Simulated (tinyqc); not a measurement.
# Ground and coupling capacitance from two measurements

Problem. A line has Cg to the planes and Cc to each of two neighbours. Find Cg, Cc, the load when both neighbours switch in antiphase, and the pulse on the line when it floats and both neighbours swing by Vx.

Parameters, values chosen for the exercise:
- Vx = 1 V (swing)

capacitance with neighbours driven alike and with neighbours grounded (aF/um): [62, 246]

Solution. Driven alike, Cc carries no charge, which leaves Cg; grounded neighbours give Cg + 2 Cc, antiphase Cg + 4 Cc; a floating line divides the swing as 2 Cc/(Cg + 2 Cc).

Cg = 62.00 aF/um
Cc = 92.00 aF/um
load in antiphase = 430.0 aF/um
pulse = 0.7480 V

tinyqc, about 0.6 s, one thread, Intel Xeon 2.30GHz (shared host): `OMP_NUM_THREADS=1 python tinyqc.py 2790216 2790217 out.jsonl`
